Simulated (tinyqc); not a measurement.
# Frequency dispersion of an accumulation capacitance by border traps, distributed model: what changes with what

Traps spread evenly through the insulator exchange electrons with the semiconductor by tunnelling, with tau(x) = t0 exp(2 ka x) at depth x from the interface. The admittance per area Y seen at depth x obeys dY/dx = -Y^2/(i w eps0 eox) + q Nb ln(1 + i w tau)/tau, with Y(0) = i w Cs and w = 2 pi f; the gate sees Y(tox) = G + i w C. Working variable y = Y/(i w), in uF/cm^2. Cox = eps0 eox/tox.

Parameters, values chosen for the exercise; permittivity close to that of zirconium oxide: relative permittivity of the insulator eox = 22.2; insulator thickness tox = 4.8 nm; semiconductor capacitance in accumulation Cs = 7 uF/cm^2; density of border traps Nb = 1.7e19 cm^-3 eV^-1; decay constant of the wave function in the insulator ka = 3.1 1/nm; time constant of a trap at the interface t0 = 3e-10 s; frequency f = 1000 Hz.

Constants: q = 1.602176634e-19 C, eps0 = 8.8541878128e-14 F/cm where lengths are in cm. Results are converted to the units shown.

Each table varies one quantity; the others keep the values above.

## Capacitance and loss against frequency

Cox; trap-free value 1/(1/Cox + 1/Cs); response depth d = ln(1/(w t0))/(2 ka), where w tau = 1; lumped estimate: all traps within d act as C_bt = q Nb d placed at d/2, so C = 1/{1/[1/(1/Cs + d/(2 eps0 eox)) + C_bt] + (tox - d/2)/(eps0 eox)}. C and G from a fine integration; dispersion -d C/d log10 f over C, from f times and over 1.1. For a broad spread of time constants G/w is close to -(pi/2) dC/d ln w.

The same in every row: trap-free C (uF/cm^2) = 2.584.

Results:
```
f (Hz)  d (nm)  C (uF/cm^2)  G/w (uF/cm^2)  dispersion (% a decade)  -(pi/2) dC/d ln w (uF/cm^2)  lumped C (uF/cm^2)
10       2.869        2.848        0.03831                    1.968                      0.03824               2.810
100      2.497        2.796        0.03353                    1.755                      0.03347               2.765
1000     2.126        2.750        0.02917                    1.552                      0.02911               2.726
10000    1.755        2.710        0.02518                    1.359                      0.02513               2.691
1e5      1.383        2.676        0.02153                    1.177                      0.02148               2.661
1e7     0.6405        2.623        0.01509                   0.8438                      0.01510               2.613
```

Estimate the missing row, f = 1e6 Hz.

Computed row:
```
f (Hz)  d (nm)  C (uF/cm^2)  G/w (uF/cm^2)  dispersion (% a decade)  -(pi/2) dC/d ln w (uF/cm^2)  lumped C (uF/cm^2)
1e6      1.012        2.647        0.01818                    1.005                      0.01814               2.635
```

With this row back in the table: C falls from 2.848 to 2.623 uF/cm^2, towards the trap-free 2.584; each decade of frequency removes ln 10/(2 ka) = 0.371 nm from the response depth. The dispersion falls from 1.97 to 0.844 % a decade and G/w falls from 0.0383 to 0.0151 uF/cm^2. G/w stays at 1.00 times -(pi/2) dC/d ln w, the relation for a broad spread of time constants.

## Effect of the insulator thickness

Same model as above.

The same in every row: d (nm) = 2.126.

Effect of the insulator thickness:
columns A: tox (nm); B: C (uF/cm^2); C: G/w (uF/cm^2); D: dispersion (% a decade); E: -(pi/2) dC/d ln w (uF/cm^2); F: lumped C (uF/cm^2); G: trap-free C (uF/cm^2)
```
A         B         C       D         E       F       G
2.8   3.817   0.05247   2.086   0.05432   3.772   3.505
3.7   3.250   0.04071   1.833   0.04064   3.216   3.020
4.9   2.712   0.02837   1.530   0.02831   2.688   2.550
6.5   2.222   0.01904   1.254   0.01900   2.206   2.112
8.6   1.796   0.01243   1.014   0.01242   1.785   1.723
11    1.473  0.008364  0.8316  0.008355   1.466   1.424
15    1.133  0.004951  0.6400  0.004947   1.129   1.104
20   0.8796  0.002984  0.4969  0.002981  0.8771  0.8618
```

What does the table show?

As tox goes from 2.8 to 20, C falls from 3.82 to 0.880 uF/cm^2, the dispersion falls from 2.09 to 0.497 % a decade and G/w falls from 0.0525 to 0.00298 uF/cm^2. The lumped estimate is 1.2 % below C in the first row and 0.29 % below it in the last.

Program tinyqc, `OMP_NUM_THREADS=1 python tinyqc.py 2202062 2202063 out.jsonl`; Intel Xeon 2.30GHz, shared host, one thread, about 0.4 s.
